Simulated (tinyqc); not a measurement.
Two-step dopant diffusion (predeposition and drive-in) with a constant diffusivity: one step, computed by the program tinyqc. Command: `OMP_NUM_THREADS=1 python tinyqc.py 3022996 3022997 out.jsonl dopdiff walk`. One thread of a shared host (Intel(R) Xeon(R) Processor @ 2.30GHz), about 0.08 s of CPU time with the checks.

Fick diffusion into a half space x > 0 whose background doping C_B is of the opposite type, so that a junction lies where C = C_B.

Problem. Drive-in as a Gaussian. With a sealed surface and a thin source, C = Q/sqrt(pi (Dt)2) exp(-x^2/(4 (Dt)2)); x_j = 2 sqrt((Dt)2 ln(C(0)/C_B)); gradient at the junction |dC/dx| = C_B x_j/(2 (Dt)2).

Inputs (values chosen for the exercise, modelled on aluminium in silicon): background doping C_B = 1.6e+14 1/cm^3; predeposition temperature T1 = 1050 C; drive-in temperature T2 = 1075 C.

dose Q = 2.858020e+13 1/cm^2

drive-in budget (Dt)2 = 1.157695e-09 cm^2

Give: surface concentration C(0) (Gaussian); junction depth x_j; gradient at the junction.

Solution.

surface concentration C(0) (Gaussian) = 4.739e+17 1/cm^3

junction depth x_j = 1.924 um

gradient at the junction = 1.330e+19 1/cm^4

Caution: the drive-in budget is under fifteen times D1 t1, so the source is not thin and the Gaussian junction is too shallow.
